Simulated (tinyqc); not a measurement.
# Cap thickness from the capacitance plateau

Problem. With only the buried channel on, 1/C = 1/Cox + (tc + zc)/(eps0 eps_r), Cox = eps0 eox/tox. Find tc and the oxide-equivalent thickness 3.9 eps0/C.

Parameters, values chosen for the exercise; band and dielectric values close to those of silicon:
```
symbol,value,unit,meaning
eps_r,11.7,,relative permittivity
eox,3.9,,relative permittivity of the gate insulator (close to silicon dioxide)
tox,1.9,nm,insulator thickness
zc,0.8,nm,depth of the hole centroid below the top of the SiGe
```

Constants: eps0 = 8.8541878128e-14 F/cm where lengths are in cm. Results are converted to the units shown.

plateau of C/Cox with only the buried channel on = 0.54807692

Solution. The cap and the centroid act as a second capacitor in series with the insulator.

tc = 3.90 nm
equivalent thickness = 3.47 nm

Program tinyqc, `OMP_NUM_THREADS=1 python tinyqc.py 2042152 2042153 out.jsonl`; Intel Xeon 2.30GHz, shared host, one thread, about 0.02 s.
